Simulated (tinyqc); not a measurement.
# From one set of inputs to another, one input at a time

Model: ion-assisted plasma etching: sheath, surface coverage, synergy and aspect-ratio dependence. Computed by tinyqc, a small Python program. Command: `OMP_NUM_THREADS=1 python tinyqc.py 3011173 3011174 out.jsonl etch ladder`. One thread of a shared host (Intel(R) Xeon(R) Processor @ 2.30GHz), about 0.02 s of CPU time with the checks.

Radicals adsorb on bare sites; ions remove covered sites with a high yield and bare sites by sputtering; a slow spontaneous reaction acts everywhere, walls included.

The inputs printed are set A. Set A is close to those used for silicon in a halogen plasma; the values taken over come from a set close to those used for silicon dioxide in a fluorocarbon plasma. Inputs not listed in the table keep their values of set A, so the rows need not describe a real material.

Inputs (values chosen for the exercise, close to those used for silicon in a halogen plasma): plasma density n_e = 4.7e+11 1/cm^3; electron temperature T_e = 2.3 eV; ion mass M_i = 35.5 u; sheath voltage V = 47 V; radical density n = 1.5e+14 1/cm^3; radical mass M_n = 35.5 u; gas temperature T_g = 400 K; sticking coefficient s = 0.72; radicals per removed unit x = 4; yield slope b = 0.27 eV^(-1/2); threshold E_th = 16 eV; sputter slope b_p = 0.029 eV^(-1/2); sputter threshold E_p = 39 eV; spontaneous reaction probability k_c = 3.5e-05; solid density N = 5e+22 1/cm^3; ion temperature T_i = 0.58 eV; aspect ratio A = 7.4.

Feature: round hole.

Constants: e = 1.602176634e-19 C; u = 1.6605390666e-27 kg; k_B = 1.380649e-23 J/K; eps_0 = 8.8541878128e-12 F/m.

Method:
- Bohm speed u_B = sqrt(e T_e/M_i); ion flux G_i = 0.61 n_e u_B; radical flux G_n = n c/4 with c = sqrt(8 k_B T_g/(pi M_n)).
- Debye length lambda_D = sqrt(eps_0 T_e/(e n_s)) with n_s = 0.61 n_e, T_e in volts; Child-law sheath d = (sqrt2/3) lambda_D (2 V/T_e)^(3/4); ion energy E = V + T_e/2; angular spread = arctan(sqrt(T_i/E)).
- Yields: Y = b (sqrt(E) - sqrt(E_th)) on covered sites, Y_p = b_p (sqrt(E) - sqrt(E_p)) on bare ones (zero below threshold).
- Steady coverage: s G_n (1 - theta) = x Y G_i theta; removal flux = Y G_i theta + Y_p G_i (1 - theta) + k_c G_n; rate = flux/N, 1 cm/s = 6e8 nm/min.
- Lateral rate = k_c G_n/N; anisotropy = 1 - lateral/vertical; synergy = vertical/(ions alone + radicals alone), with ions alone Y_p G_i/N and radicals alone the lateral rate.
- Transmission of a round hole: K = 1/(1 + 3A/4), walls that scatter diffusely without loss. With a loss probability S = s (1 - theta) at the floor, G_b/G_n = K/(K + S - K S); theta follows G_b, and the two are solved together. Ions are taken to reach the floor unshadowed; G_b replaces G_n in every term of the rate; A is depth over diameter.

Each row keeps all changes above it:
```
input moved                       from       to  floor rate over open-field rate  rate at the floor (nm/min)  sheath thickness (um)
set A                                -        -                          0.87066                       509.7                  160.4
electron temperature T_e (eV)      2.3      4.1                          0.78822                       598.6                  138.9
sheath voltage V (V)                47      360                          0.47174                      1118.4                  639.3
plasma density n_e (1/cm^3)    4.7e+11    2e+10                          0.98935                       188.4                 3099.1
radical density n (1/cm^3)     1.5e+14  1.3e+13                          0.56823                        75.2                 3099.1
sticking coefficient s            0.72    0.068                          0.86915                        37.8                 3099.1
ion mass M_i (u)                  35.5       69                          0.86508                        32.0                 3099.1
yield slope b (eV^(-1/2))         0.27     0.24                          0.87113                        31.5                 3099.1
```

Which inputs carry the difference?

floor rate over open-field rate ends near its start, 0.871; the largest single move comes from plasma density n_e (a factor 2.10). Rate at the floor goes from 510 to 31.5, a factor 0.0618 in all. The largest single move comes from plasma density n_e (a factor 0.168), and sheath voltage V works against it (a factor 1.87). Sheath thickness goes from 160 to 3100, a factor 19.3 in all. The largest single move comes from plasma density n_e (a factor 4.85). The single moves hold for this order of the switches; the total does not depend on the order.

Caution (rows set A, electron temperature T_e): at this aspect ratio many ions strike the walls, so ion shadowing, left out here, adds to the lag. Caution (rows plasma density n_e, radical density n, sticking coefficient s, ion mass M_i, yield slope b): a sheath of several millimetres is collisional at usual pressures, which lowers the ion energy and widens the angles.

Extremes, crossings and ranges named in words are read from the listed rows.
